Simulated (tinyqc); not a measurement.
Charge pumping in an n-channel transistor: effect of temperature.

The gate is pulsed from accumulation to inversion and back. Energies E are counted from the intrinsic level; Dit(E) = D0 [1 + b (2 E/Eg)^2]. During each edge the traps near the bands emit their carriers, and those between Eh and Ee recombine once a cycle.

Nc and Nv are given at 300 K and scale as T^1.5, vth as T^0.5; Eg and the cross-sections are held. ni = sqrt(Nc Nv) exp(-Eg/(2 Vt)), Eg in volts; emission times te = (dV/Va) tf and th = (dV/Va) tr; Ee = -Vt ln(vth sn ni te), Eh = +Vt ln(vth sp ni th). Nit = integral of Dit from Eh to Ee = D0 [Ee - Eh + 4 b (Ee^3 - Eh^3)/(3 Eg^2)], Qcp = q A Nit, Icp = f Qcp.

Parameters, values chosen for the exercise; band and dielectric values close to those of silicon: band gap Eg = 1.1 eV; conduction-band density of states at 300 K Nc = 2.77e19 cm^-3; valence-band density of states at 300 K Nv = 2.62e19 cm^-3; gate area A = 0.29 um^2; trap density at midgap D0 = 2.4e11 cm^-2 eV^-1; rise of the trap density towards the band edges b = 3.9; cross-section for electrons sn = 3.4e-15 cm^2; cross-section for holes sp = 1.1e-15 cm^2; thermal velocity at 300 K, one nominal value for electrons and holes vth = 1.6e7 cm/s; Vth - Vfb dV = 0.58 V; pulse height Va = 2 V; frequency f = 2.2e5 Hz; rise time tr = 100 ns; fall time tf = 310 ns.

Constants: q = 1.602176634e-19 C, kB = 1.380649e-23 J/K, Vt = kB T/q. Results are converted to the units shown.

Effect of temperature:

| T (K) | Ee (eV) | Eh (eV) | Nit (cm^-2) | Icp (pA) |
|---|---|---|---|---|
| 180 | 0.3830 | -0.4180 | 3.255e11 | 33.28 |
| 220 | 0.3383 | -0.3811 | 2.697e11 | 27.57 |
| 260 | 0.2923 | -0.3429 | 2.198e11 | 22.47 |
| 300 | 0.2452 | -0.3037 | 1.758e11 | 17.97 |
| 340 | 0.1973 | -0.2635 | 1.374e11 | 14.04 |
| 380 | 0.1485 | -0.2225 | 1.038e11 | 10.61 |
| 420 | 0.09898 | -0.1808 | 7.423e10 | 7.588 |

Read the table: what changes, and by how much?

The window Ee - Eh shrinks from 0.801 to 0.280 eV, since emission is faster when hot, and Icp falls from 33.3 to 7.59 pA.

Range of the model: The Fermi levels of inversion and accumulation are taken to lie beyond Ee and Eh, the flat tops to fill all traps, and no geometric current is added.

Numbers from tinyqc (`OMP_NUM_THREADS=1 python tinyqc.py 2030153 2030154 out.jsonl`; about 0.01 s on one thread of a shared Intel Xeon 2.30GHz).
